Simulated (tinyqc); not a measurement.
Chemical vapour deposition: Grove model, boundary layer, depletion and step coverage. From rate at the outlet over rate at the inlet back to total pressure p. Computed by tinyqc, a small Python program. Command: `OMP_NUM_THREADS=1 python tinyqc.py 3007291 3007292 out.jsonl cvd inv`. One thread of a shared host (Intel(R) Xeon(R) Processor @ 2.30GHz), about 0.02 s of CPU time with the checks.

A precursor diffuses to the surface and reacts there at first order; each molecule that reacts adds one formula unit of film.

Inputs (values chosen for the exercise, close to those used for tungsten from its fluoride):
```
quantity                                            value                unit
prefactor k0 of k_s                                600000                cm/s
activation energy E                                 0.761                  eV
temperature T                                         410                   C
mole fraction of the precursor Y                   0.0031                   -
gas diffusivity D0 at 273.15 K and 760 torr          0.18              cm^2/s
film density N                                    6.3e+22  formula units/cm^3
precursor mass M                                      298                   u
gas velocity U                                         39                cm/s
kinematic viscosity nu0 at 273.15 K and 760 torr     0.87              cm^2/s
susceptor length L                                     21                  cm
channel height b                                      4.6                  cm
```

Reactor: horizontal, reduced pressure.

Constants: k_B = 1.380649e-23 J/K; u = 1.6605390666e-27 kg; k_B = 8.617333262e-05 eV/K.

Method:
- k_s = k0 exp(-E/(k_B T)); C_g = Y p/(k_B T), 1 torr = 133.322 Pa; D = D0 (T/273.15)^1.75 (760/p).
- Temperatures in kelvin are T(C) + 273.15.
- Mean speed c = sqrt(8 k_B T/(pi M)); reactive sticking probability beta = 4 k_s/c.
- nu = nu0 (T/273.15)^1.75 (760/p); Re = U L/nu; mean boundary layer delta = (2/3) L/sqrt(Re), at most b/2; h_g = D/delta.
- Fluxes in series: C_s = C_g/(1 + k_s/h_g); growth rate G = k_s h_g/(k_s + h_g) C_g/N; 1 cm/s = 6e8 nm/min.
- Plug flow: U b dC/dx = -k_eff C with k_eff = k_s h_g/(k_s + h_g), so C falls as exp(-k_eff x/(U b)); the used share of the precursor is 1 - C(L)/C(0).

Question. A run gave the result below. Find the total pressure p, known to lie between 43 and 130 torr.

rate at the outlet over rate at the inlet = 0.8850518

Answer.

Each step takes the trial c = (a f_b - b f_a)/(f_b - f_a), f being the result less the target and a, b, c the logarithms of the listed values; c replaces end b, the old b replaces a if the sign of f changed, and otherwise f_a is halved.

Scan of the range:
```
total pressure p (torr)  rate at the outlet over rate at the inlet
43.0                                                      0.868572
51.7                                                      0.872766
62.2                                                      0.877486
74.8                                                      0.882707
89.9                                                      0.888407
108.0                                                     0.894551
130.0                                                     0.901165
```

False position (Illinois rule, in the logarithm of the input) inside the bracket:
```
step    end a    end b    trial  rate at the outlet over rate at the inlet
1     74.8000  89.9000  80.6770                                   0.884993
2     89.9000  80.6770  80.8264                                   0.885050
3     89.9000  80.8264  80.8335                                   0.885053
4     80.8264  80.8335  80.8300                                   0.885052
```

Rate at the outlet over rate at the inlet rises at every point of a 13-point scan of the range (every second point is shown), so one value fits; it is bracketed by 74.8 and 89.9. Answer: total pressure p = 80.83 torr.

Caution: the boundary layer is capped at b/2, so U, L and nu no longer affect h_g.
